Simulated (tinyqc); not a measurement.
Worked calculation: quasiparticle equation with a plasmon-pole self-energy for two band edges. Values are carried at full precision from step to step, so a last printed digit may differ when a step is redone from the rounded ones.

For each edge E = e + X + Sc(E), with the correlation part Sc(E) = A[0]/(E - a + w) + A[1]/(E - b - w); a and b are the valence and conduction energies that enter the Green function (a = ev, b = ec in the one-shot scheme). Z = 1/(1 - dSc/dE), dSc/dE = -A[0]/(E - a + w)^2 - A[1]/(E - b - w)^2.

Parameters, chosen for this exercise (scales of the order of those of HfO2; shifted at random, so the results belong to these values and not to a real crystal):
```
symbol  value         unit  meaning
ev      0             eV    mean-field valence top
ec      4.21          eV    mean-field conduction edge
w       14.4          eV    pole energy
Av      (31.4, 17.3)  eV^2  weights of the valence state on the hole and electron poles
Ac      (15, 31.4)    eV^2  the same for the conduction state
Xv      -2.29         eV    exchange minus the mean-field potential, valence
Xc      2.16          eV    the same, conduction
```

## Linearised one-shot correction

Evaluate Sc and its slope at the mean-field energy; E = e + Z (X + Sc).

Terms:
```
edge,Sc (eV),dSc/dE,Z,X + Sc (eV),E (eV)
valence,1.2509,-0.2014,0.8324,-1.0391,-0.8649
conduction,-1.3745,-0.1947,0.8370,0.7855,4.8674
```

gap = 5.7323 eV
gap with Z = 1 = 6.0345 eV

The gap opens by 1.522 eV, 57 % of it by lowering the valence top. Setting Z = 1 would overshoot by 0.302 eV. X and Sc have opposite signs and are each larger than the sum they leave, so both must be converged well.

## Solving the equation for the conduction edge

Newton steps on f(E) = E - ec - Xc - Sc(E) from E = ec; the first step is the linearised result.

Iterates:
```
step,E (eV),Sc (eV),f (eV)
0,4.21000,-1.37454,-0.785463
1,4.86743,-1.50636,0.003791
2,4.86429,-1.50571,0.000000
3,4.86429,-1.50571,0.000000
```

The linearisation errs by +3.1 meV, as the shift is only 0.045 of the pole energy.

## All solutions for the valence state

Multiplying out gives a cubic; give its three roots and their weights Z.

roots (eV): -16.662  -0.860  19.442

weights: 0.1398  0.8218  0.0384

The weights add up to 1. The satellite below lies 15.80 eV from the main peak, 10 % more than w: this scheme places plasmon satellites too far out, and gives one where a cumulant form gives a series.

## Updating the energies in the Green function

Solve both equations exactly, put the results in place of a and b, and repeat five times; w is kept.

Cycles (eV):
```
cycle,Ev,Ec,gap
1,-0.8596,4.8643,5.7239
2,-0.9513,4.9236,5.8749
3,-0.9609,4.9284,5.8892
4,-0.9619,4.9287,5.8906
5,-0.9620,4.9287,5.8907
```

The update moves the gap by +167 meV from the one-shot value; each cycle shrinks the change to about 0.10 of the one before.

## Checks

- Sum of the weights of the three roots: both 1.000000.
- Newton result against the root by bisection (eV): both 4.86429.

Computed by tinyqc, a small Python program: `OMP_NUM_THREADS=1 python tinyqc.py 1880662 1880663 out.jsonl` (the numbers bound the seed that draws the inputs); one thread of a shared host (Intel(R) Xeon(R) Processor @ 2.30GHz), about 0.02 s for the whole set of steps.
